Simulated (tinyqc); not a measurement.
Width of the well: polar nitride quantum well with polarisation fields.

Growth along [0001]. e_par = (a_sub - a)/a, Ppz = 2 e_par (e31 - e33 C13/C33), P = Psp + Ppz in each layer; strain relaxation and the strain shift of the gaps are left out, although thick layers with more than about 1 % mismatch would relax.

In a periodic stack without free charge the potential drop over a period vanishes: F_w = (P_b - P_w) Lb/(eps0 (eps_w Lb + eps_b Lw)), F_b = -F_w Lw/Lb, eps0 = 8.8541878e-12 F/m; 1 MV/cm = 1e8 V/m = 0.01 V/angstrom.

Envelope functions on cells of 0.25 angstrom over barrier, well, barrier (widths Lb, Lw, Lb), psi = 0 beyond, psi'/m continuous (mean mass between points), c = hbar^2/2m0. With u(z) the integral of e F (F_w in the well, F_b = -F_w Lw/Lb in the barriers, 1 MV/cm = 0.01 V/angstrom), zero at the centre of the well, the electron sees u plus Vc in the barriers and the hole -u plus Vv. The transition is Eg + E_e + E_h; excitons are left out.

Constants: hbar^2/2m0 = 3.80998211 eV angstrom^2; hc = 1239.841984 eV nm.

Parameters, chosen for this exercise (near those of a GaN well in AlGaN; shifted at random, so the results belong to these values and not to a real crystal):
- a_w = 3.189 angstrom (lattice constant a, well)
- a_b = 3.147 angstrom (lattice constant a, barrier)
- a_sub = 3.189 angstrom (in-plane lattice constant of the stack)
- Psp_w = -0.0331 C/m^2 (spontaneous polarisation)
- Psp_b = -0.061 C/m^2 (spontaneous polarisation)
- e31_w = -0.351 C/m^2
- e31_b = -0.45 C/m^2
- e33_w = 0.69 C/m^2
- e33_b = 1.165 C/m^2
- C_w = 0.26 (C13/C33)
- C_b = 0.274 (C13/C33)
- eps_w = 10.1 (dielectric constant)
- eps_b = 10.3 (dielectric constant)
- Lb = 65 angstrom (barrier width)
- Eg = 3.44 eV (gap of the well)
- Vc = 0.899 eV (conduction offset)
- Vv = 0.423 eV (valence offset)
- me = 0.2 m0 (electron, well)
- meb = 0.266 m0 (electron, barrier)
- mh = 1.35 m0 (hole, everywhere)
- Ls = (10, 14, 20, 28, 38, 50) angstrom (well widths)

Field, levels and overlap anew for each width.

Results:
```
Lw (angstrom)  F_w (MV/cm)  E (eV)  E without field (eV)  overlap^2  ln overlap^2
10                  -4.681  3.9010                3.9789      0.698         -0.36
14                  -4.440  3.6771                3.8173      0.501         -0.69
20                  -4.122  3.4222                3.6819      0.216         -1.53
28                  -3.763  3.1531                3.5906     0.0423         -3.16
38                  -3.393  2.8779                3.5343    0.00299         -5.81
50                  -3.035  2.6089                3.5002   6.85e-05         -9.59
```

How do the results move, and what explains it?

The red shift grows from 78 to 891 meV. The line drops below Eg between 14 and 20 angstrom, which a square well can never do. Over the last two rows dE/dLw = -22.4 meV per angstrom, against -|e F_w| = -30.3 in the last row; the field itself weakens by 35 % over the table, since a wider well shares the drop with the barrier. The overlap falls by a factor 1.02e+04.

tinyqc: `OMP_NUM_THREADS=1 python tinyqc.py 1250356 1250357 out.jsonl`; about 0.04 s, one thread, shared Intel(R) Xeon(R) Processor @ 2.30GHz.
